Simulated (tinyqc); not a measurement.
Drift layer from breakdown voltage and on-resistance.

Inverse problem. An ideal drift layer with a triangular field at breakdown has BV = Ec W/2, N = eps0 eps_r Ec/(q W) and Ron = W/(q mu N). Find Ec, W and N.

Inputs (values chosen for the exercise):
- eps_r = 9.4 (relative permittivity)
- mu = 1020 cm^2/(V s) (electron mobility of the drift layer)

Constants: q = 1.602176634e-19 C, eps0 = 8.8541878128e-14 F/cm where lengths are in cm. Results are converted to the units shown.

BV = 1082.2089 V
Ron = 0.32059969 mohm cm^2

Answer. Eliminating W and N gives Ron = 4 BV^2/(eps0 eps_r mu Ec^3), which yields Ec.

Ec = 2582 kV/cm
W = 8.383 um
N = 1.600e16 cm^-3

tinyqc, about 0.06 s, one thread, Intel Xeon 2.30GHz (shared host): `OMP_NUM_THREADS=1 python tinyqc.py 2120060 2120061 out.jsonl`
